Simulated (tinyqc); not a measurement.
Worked calculation: plane-wave Kohn-Sham cycle with exchange-only LDA in a layered model solid. Computed by tinyqc, a small Python program that keeps every step. Settings: points = 16, plane-wave index or count = 3, electrons = 4, k points = 2, area = 19.0, mixing = 1.0, iteration cap = 63, Pulay depth = 5. Command: `OMP_NUM_THREADS=1 python tinyqc.py 21866 21867 out.jsonl` (the two numbers bound the seeds that draw the settings). One thread of a shared host (Intel(R) Xeon(R) Processor @ 2.60GHz), about 0.01 s of CPU time with the checks. Later iterations appear only in the table of the cycle.

## Iteration 1: potential

A solid whose potential varies along x alone (atomic units):

| parameter | value |
|---|---|
| period a | 5.700000 |
| cross-section of the cell | 19.000000 |
| electrons per cell | 4 |
| grid points | 16 |
| plane waves -n..n, n | 3 |
| k points | 2 |
| V1 in V1 cos(2 pi x/a) | -0.150000 |

density at the start, on the grid x_j = j a/N (e/bohr^3): 0.0369344  0.0369344  0.0369344  0.0369344  0.0369344  0.0369344  0.0369344  0.0369344  0.0369344  0.0369344  0.0369344  0.0369344  0.0369344  0.0369344  0.0369344  0.0369344

V_H(G) = 4 pi rho(G)/G^2 for G != 0 (uniform background); v_x = -(3 rho/pi)^(1/3); V = V_ext + V_H + v_x; Fourier components f(G_m) = (1/N) sum_j f(x_j) exp(-i G_m x_j).

Potentials on the grid (hartree):

| x | V_ext | V_H | v_x | V |
|---|---|---|---|---|
| 0.00000 | -0.15000 | 0.00000 | -0.32794 | -0.47794 |
| 0.35625 | -0.13858 | 0.00000 | -0.32794 | -0.46653 |
| 0.71250 | -0.10607 | 0.00000 | -0.32794 | -0.43401 |
| 1.06875 | -0.05740 | 0.00000 | -0.32794 | -0.38535 |
| 1.42500 | 0 | 0.00000 | -0.32794 | -0.32794 |
| 1.78125 | 0.05740 | 0.00000 | -0.32794 | -0.27054 |
| 2.13750 | 0.10607 | 0.00000 | -0.32794 | -0.22188 |
| 2.49375 | 0.13858 | 0.00000 | -0.32794 | -0.18936 |
| 2.85000 | 0.15000 | 0.00000 | -0.32794 | -0.17794 |
| 3.20625 | 0.13858 | 0.00000 | -0.32794 | -0.18936 |
| 3.56250 | 0.10607 | 0.00000 | -0.32794 | -0.22188 |
| 3.91875 | 0.05740 | 0.00000 | -0.32794 | -0.27054 |
| 4.27500 | 0 | 0.00000 | -0.32794 | -0.32794 |
| 4.63125 | -0.05740 | 0.00000 | -0.32794 | -0.38535 |
| 4.98750 | -0.10607 | 0.00000 | -0.32794 | -0.43401 |
| 5.34375 | -0.13858 | 0.00000 | -0.32794 | -0.46653 |

V(G_m), m = 0, 1, 2, ... (hartree): -0.32794  -0.07500  0.00000  0.00000  0.00000  0.00000  0.00000

## Iteration 1: Hamiltonian at one k

k = 0.25000 2 pi / a

H(m,m') = (k + G_m)^2/2 delta + V(G_m - G_m'), with V(-G) = V(G).

H (hartree), lower triangle:
```
          -3        -2        -1        +0        +1        +2       +3
-3   4.26663
-2  -0.07500   1.53267
-1   0.00000  -0.07500   0.01380
+0   0.00000   0.00000  -0.07500  -0.28997
+1   0.00000   0.00000   0.00000  -0.07500   0.62135
+2   0.00000   0.00000   0.00000   0.00000  -0.07500   2.74776
+3   0.00000   0.00000   0.00000   0.00000   0.00000  -0.07500  6.08927
```

## Iteration 1: levels at that k

Diagonalise the Hermitian matrix.

eigenvalues (hartree): -0.31336  0.02728  0.62491  1.53432  2.74873  4.26869  6.09096

## Iteration 1: new density

Motion across x is left out: the lowest 2 band(s) hold two electrons at each of the k points (j + 1/2)/nk - 1/2. Residual R = rho(out) - rho(in); rho(new) = rho(in) + 1 R. rho(out) = 2/(a A nk) sum |psi|^2 with psi = sum c exp(i G x). Harris energy E = band energy - dV sum rho (V_H/2 + v_x) + (3/4) dV sum rho v_x with rho(in), dV = a A/N, band energy = (2/nk) sum of the filled levels.

rho(out) (e/bohr^3): 0.0414581  0.0412077  0.0404246  0.0390790  0.0372672  0.0352624  0.0334470  0.0321886  0.0317397  0.0321886  0.0334470  0.0352624  0.0372672  0.0390790  0.0404246  0.0412077

density after iteration 1 (e/bohr^3): 0.0414581  0.0412077  0.0404246  0.0390790  0.0372672  0.0352624  0.0334470  0.0321886  0.0317397  0.0321886  0.0334470  0.0352624  0.0372672  0.0390790  0.0404246  0.0412077

energy per cell = -0.2442207 hartree

## Iteration 2: potential

As before.

Potentials on the grid (hartree):

| x | V_ext | V_H | v_x | V |
|---|---|---|---|---|
| 0.00000 | -0.15000 | 0.04973 | -0.34082 | -0.44109 |
| 0.35625 | -0.13858 | 0.04616 | -0.34013 | -0.43256 |
| 0.71250 | -0.10607 | 0.03584 | -0.33797 | -0.40819 |
| 1.06875 | -0.05740 | 0.02003 | -0.33417 | -0.37155 |
| 1.42500 | 0 | 0.00086 | -0.32893 | -0.32806 |
| 1.78125 | 0.05740 | -0.01881 | -0.32292 | -0.28432 |
| 2.13750 | 0.10607 | -0.03584 | -0.31728 | -0.24705 |
| 2.49375 | 0.13858 | -0.04738 | -0.31325 | -0.22205 |
| 2.85000 | 0.15000 | -0.05146 | -0.31179 | -0.21325 |
| 3.20625 | 0.13858 | -0.04738 | -0.31325 | -0.22205 |
| 3.56250 | 0.10607 | -0.03584 | -0.31728 | -0.24705 |
| 3.91875 | 0.05740 | -0.01881 | -0.32292 | -0.28432 |
| 4.27500 | 0 | 0.00086 | -0.32893 | -0.32806 |
| 4.63125 | -0.05740 | 0.02003 | -0.33417 | -0.37155 |
| 4.98750 | -0.10607 | 0.03584 | -0.33797 | -0.40819 |
| 5.34375 | -0.13858 | 0.04616 | -0.34013 | -0.43256 |

V(G_m), m = 0, 1, 2, ... (hartree): -0.32762  -0.05697  0.00022  0.00001  0.00000  0.00000  0.00000

## Iteration 2: Hamiltonian at one k

k = 0.25000 2 pi / a

As before.

H (hartree), lower triangle:
```
          -3        -2        -1        +0        +1        +2       +3
-3   4.26696
-2  -0.05697   1.53299
-1   0.00022  -0.05697   0.01413
+0   0.00001   0.00022  -0.05697  -0.28965
+1   0.00000   0.00001   0.00022  -0.05697   0.62167
+2   0.00000   0.00000   0.00001   0.00022  -0.05697   2.74809
+3   0.00000   0.00000   0.00000   0.00001   0.00022  -0.05697  6.08960
```

## Iteration 2: levels at that k

As before.

eigenvalues (hartree): -0.30343  0.02219  0.62372  1.53394  2.74864  4.26814  6.09057

## Iteration 2: new density

B (overlaps of the stored error matrices):
```
                1               2
1   1.9271402e-04  -4.6785361e-05
2  -4.6785361e-05   1.1369152e-05
```

Motion across x is left out: the lowest 2 band(s) hold two electrons at each of the k points (j + 1/2)/nk - 1/2. Residual R = rho(out) - rho(in); rho(new) = rho(in) + 1 R; Pulay mixing then takes sum c_i of the stored mixed densities, with c from B_ij = sum R_i R_j as in DIIS. rho(out) = 2/(a A nk) sum |psi|^2 with psi = sum c exp(i G x). Harris energy E = band energy - dV sum rho (V_H/2 + v_x) + (3/4) dV sum rho v_x with rho(in), dV = a A/N, band energy = (2/nk) sum of the filled levels.

rho(out) (e/bohr^3): 0.0404090  0.0402017  0.0395711  0.0385246  0.0371515  0.0356519  0.0342987  0.0333596  0.0330239  0.0333596  0.0342987  0.0356519  0.0371515  0.0385246  0.0395711  0.0402017

DIIS coefficients: 0.19538  0.80462

density after iteration 2 (e/bohr^3): 0.0406139  0.0403983  0.0397379  0.0386329  0.0371741  0.0355758  0.0341323  0.0331308  0.0327730  0.0331308  0.0341323  0.0355758  0.0371741  0.0386329  0.0397379  0.0403983

energy per cell = -0.2405962 hartree

## Convergence

Stop when sqrt(dV sum R^2) is below 1e-8, dV = a A/N.

Course of the cycle:

| iteration | E (hartree) | norm of the residual |
|---|---|---|
| 1 | -0.2442207 | 3.61e-02 |
| 2 | -0.2405962 | 8.77e-03 |
| 3 | -0.2403712 | 4.74e-05 |
| 4 | -0.2403712 | 1.01e-05 |
| 5 | -0.2403712 | 3.92e-08 |
| 6 | -0.2403712 | 2.35e-08 |
| 7 | -0.2403712 | 1.79e-11 |

Converged in 7 iterations. Before convergence this energy mixes input and output and is not variational, so it may rise towards its limit.
